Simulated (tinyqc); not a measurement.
# From chemical dose back to surface concentration C_s

Model: sheet resistance of a shallow doped layer with concentration-dependent mobility and limited activation. Computed by tinyqc, a small Python program. Command: `OMP_NUM_THREADS=1 python tinyqc.py 3026051 3026052 out.jsonl irvin inv`. One thread of a shared host (Intel(R) Xeon(R) Processor @ 2.30GHz), about 0.05 s of CPU time with the checks.

A layer of one dopant lies in a background of the opposite type. Current flows parallel to the surface down to the junction; depletion is ignored.

Inputs (values chosen for the exercise, modelled on boron in silicon): length l = 90 nm; tail abruptness = 5 nm/decade; background C_B = 1.2e+17 1/cm^3; mobility floor mu_min = 47.4 cm^2/(V s); mobility mu_max = 464 cm^2/(V s); reference density N_r = 1.63e+17 1/cm^3; exponent alpha = 0.701; prefactor of the active limit = 9.3e+22 1/cm^3; energy of the active limit = 0.723 eV; anneal temperature T = 1150 C.

Profile: box with exponential tail.

Constants: k_B = 8.617333262e-05 eV/K; e = 1.602176634e-19 C.

Method:
- C(x) = C_s for x < l and C_s 10^(-(x - l)/abruptness) beyond.
- Temperatures in kelvin are T(C) + 273.15.
- Active limit C_a = prefactor x exp(-energy/(k_B T)); the junction lies where C = C_B, and the profile exceeds C_a down to x_a (zero if C_s is below C_a). Slope at the junction in nm per decade = ln(10) C/|dC/dx|.
- Active density N = min(C, C_a); carriers n = N - C_B; mobility mu = mu_min + (mu_max - mu_min)/(1 + ((N + C_B)/N_r)^alpha).
- Integrals from 0 to x_j, where C = C_B (Gauss-Legendre, 60 points on each smooth piece; 1 nm = 1e-7 cm): dose int C dx, carriers int n dx, mean mobility int n mu dx/int n dx, R_s = 1/(e int n mu dx).

Question. A run gave the result below. Find the surface concentration C_s, known to lie between 6.9e+19 and 1.5e+20 1/cm^3.

chemical dose = 9.85287e+14 1/cm^2

Answer.

Each step takes the trial c = (a f_b - b f_a)/(f_b - f_a), f being the result less the target and a, b, c the logarithms of the listed values; c replaces end b, the old b replaces a if the sign of f changed, and otherwise f_a is halved.

Scan of the range:
```
surface concentration C_s (1/cm^3)  chemical dose (1/cm^2)
6.90e+19                                       6.35957e+14
7.85e+19                                       7.23520e+14
8.94e+19                                       8.23987e+14
1.02e+20                                       9.40123e+14
1.16e+20                                       1.06916e+15
1.32e+20                                       1.21664e+15
1.50e+20                                       1.38255e+15
```

False position (Illinois rule, in the logarithm of the input) inside the bracket:
```
step        end a        end b        trial  chemical dose (1/cm^2)
1     1.02000e+20  1.16000e+20  1.06697e+20             9.83412e+14
2     1.16000e+20  1.06697e+20  1.06892e+20             9.85211e+14
3     1.16000e+20  1.06892e+20  1.06908e+20             9.85356e+14
4     1.06892e+20  1.06908e+20  1.06900e+20             9.85287e+14
5     1.06908e+20  1.06900e+20  1.06900e+20             9.85287e+14
```

Chemical dose rises at every point of a 13-point scan of the range (every second point is shown), so one value fits; it is bracketed by 1.02e20 and 1.16e20. The scan shows a straight line, so linear interpolation between any two rows gives the answer at once. Answer: surface concentration C_s = 1.069e20 1/cm^3.
